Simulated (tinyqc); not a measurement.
# Ferroelectric with a first-order transition, Landau-Devonshire energy: polarisation and permittivity against temperature

One domain with free energy u = al P^2 + be P^4 + ga P^6 - E P, al = a0 (T - T0), be < 0 < ga (P in uC/cm^2, E in kV/cm, u in mJ/cm^3). Equilibrium: E = 2 al P + 4 be P^3 + 6 ga P^5; a state is stable against small changes where dE/dP > 0. The coercive field is that of uniform switching, which real films, switching by domains, do not reach.

Ps^2 = [-be + sqrt(be^2 - 3 al ga)]/(3 ga); Pc^2 = [-3 be + sqrt(9 be^2 - 15 al ga)]/(15 ga), Ec = -E(Pc); susceptibility chi = 1/(eps0 dE/dP). TC = T0 + be^2/(4 a0 ga), where u(Ps) = u(0); T1 = T0 + be^2/(3 a0 ga), where the polar minimum disappears. For the non-polar state chi0 = 1/(2 eps0 al).

Parameters, values chosen for the exercise: slope of the quadratic coefficient a0 = 0.02 kV cm/(uC K); Curie-Weiss temperature T0 = 700 K; quartic coefficient be = -0.0011 kV cm^5/uC^3; sixth-order coefficient ga = 1.5e-6 kV cm^9/uC^5.

Constants: eps0 = 8.8541878128e-14 F/cm where lengths are in cm. Results are converted to the units shown.

Results:
```
T (K)  Ps (uC/cm^2)  u(Ps) (mJ/cm^3)  Ec (kV/cm)  chi at Ps      chi0
500           34.91            -3793       181.3      264.4  unstable
580           31.85            -2001       106.2      401.5  unstable
640           28.56           -896.6       54.52      673.1  unstable
692           23.52           -171.2       14.43       1837  unstable
702.7         21.52           -61.92       7.006       3101   1.046e5
706.7         20.43           -26.63       4.337       4339     42140
709.4         19.46           -5.093       2.574       6182     30040
712.1         17.94            13.95      0.8459    1.261e4     23330
713.2         16.66            20.61      0.1530    3.431e4     21390
```

Estimate the missing row, T = 675 K.

Computed row:
```
T (K)  Ps (uC/cm^2)  u(Ps) (mJ/cm^3)  Ec (kV/cm)  chi at Ps      chi0
675           25.65           -377.9       26.90       1154  unstable
```

With this row back in the table: Ps falls from 34.9 to 16.7 uC/cm^2 without reaching zero, Ec falls from 181 to 0.153 kV/cm and chi rises from 264 to 34300. u(Ps) turns positive at TC = 710.1 K: the 2 row(s) above it are metastable, up to T1 = 713.4 K. Between T0 = 700 K and TC the non-polar state is the metastable one.

tinyqc, about 0.01 s, one thread, Intel Xeon 2.30GHz (shared host): `OMP_NUM_THREADS=1 python tinyqc.py 2860123 2860124 out.jsonl`
